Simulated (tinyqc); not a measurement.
One-dimensional ballistic tunnel FET, two-band WKB: two steps of the calculation.

A p-type source for x < 0 with its Fermi level at 0 and its valence edge at ds; in the channel the bands fall as D exp(-x/lam) towards their flat values, with the conduction edge at Ec = ds - dP and D = dP + Eg. The gate moves dP one to one. The drain Fermi level lies at -Vd and the drain side reflects nothing. For w = E - Ec between 0 and dP an electron crosses the gap. Two-band dispersion with equal masses m: inside the gap kappa = sqrt(m u (1 - u/Eg)/C), u the distance from a band edge, C = hbar^2/(2 m0).

Parameters, values chosen for the exercise; band and dielectric values close to those of In0.53Ga0.47As:
- T = 350 K (temperature)
- Eg = 0.736 eV (band gap)
- m = 0.045 m0 (band-edge mass of the two-band model)
- lam = 2.3 nm (screening length of the source junction)
- ds = 0.13 eV (source valence edge above the source Fermi level)
- Vd = 0.3 V (drain bias)
- g = 2 (number of degenerate subbands (spin apart))
- dP = 0.24 eV (tunnelling window Ev(source) - Ec(channel))
- w0 = 0.12 eV (energy above the channel conduction edge)
- nc = 9 (cells of the path)
- nE = 11 (points of the energy grid)

Constants: q = 1.602176634e-19 C, kB = 1.380649e-23 J/K, hbar = 1.054571817e-34 J s, h = 6.62607015e-34 J s, m0 = 9.1093837015e-31 kg, Vt = kB T/q, hbar^2/(2 m0) = 0.0380998212 eV nm^2. Results are converted to the units shown.

Question 1. The path through the gap by the midpoint rule. At w = w0 the path runs from xa = lam ln(D/(w + Eg)) to xb = lam ln(D/w); u(x) = w + Eg - D exp(-x/lam) is the height above the valence edge. Cut it into nc equal cells: S = 2 (cell width) times the sum of kappa at the centres.

Wanted: xa; xb; x; u; kappa; S.

Answer 1.

xa = 0.3017 nm
xb = 4.821 nm

| cell | x (nm) | u (eV) | kappa (1/nm) |
|---|---|---|---|
| 0 | 0.553 | 0.0885 | 0.3033 |
| 1 | 1.055 | 0.2390 | 0.4366 |
| 2 | 1.557 | 0.3600 | 0.4661 |
| 3 | 2.059 | 0.4573 | 0.4522 |
| 4 | 2.561 | 0.5355 | 0.4151 |
| 5 | 3.063 | 0.5984 | 0.3635 |
| 6 | 3.565 | 0.6489 | 0.3012 |
| 7 | 4.068 | 0.6895 | 0.2268 |
| 8 | 4.570 | 0.7222 | 0.1266 |

S = 3.105

Question 2. Current on a coarse grid. S(w) = 2 lam int_0^Eg kappa(u) du/(w + Eg - u) = 2 pi lam sqrt(m/(C Eg)) [w + Eg/2 - sqrt(w (w + Eg))], T(w) = exp(-S). I = g (2 q^2/h) int_0^dP T(w) [f(E) - f(E + Vd)] dw, E = ds - dP + w, f(x) = 1/(1 + exp(x/Vt)). Simpson's rule on nE equally spaced points.

Find: w; T(w); difference of the f; I.

Answer 2.

| point | w (eV) | T(w) | difference of the f |
|---|---|---|---|
| 0 | 0.0000 | 0.001186 | 0.9728 |
| 1 | 0.0240 | 0.009060 | 0.9446 |
| 2 | 0.0480 | 0.01717 | 0.8861 |
| 3 | 0.0720 | 0.02627 | 0.7788 |
| 4 | 0.0960 | 0.03613 | 0.6139 |
| 5 | 0.1200 | 0.04659 | 0.4178 |
| 6 | 0.1440 | 0.05748 | 0.2446 |
| 7 | 0.1680 | 0.06869 | 0.1275 |
| 8 | 0.1920 | 0.08011 | 0.06187 |
| 9 | 0.2160 | 0.09166 | 0.02890 |
| 10 | 0.2400 | 0.1033 | 0.01325 |

I = 0.4400 uA

Numbers from tinyqc (`OMP_NUM_THREADS=1 python tinyqc.py 2620147 2620148 out.jsonl`; about 0.01 s on one thread of a shared Intel Xeon 2.30GHz).
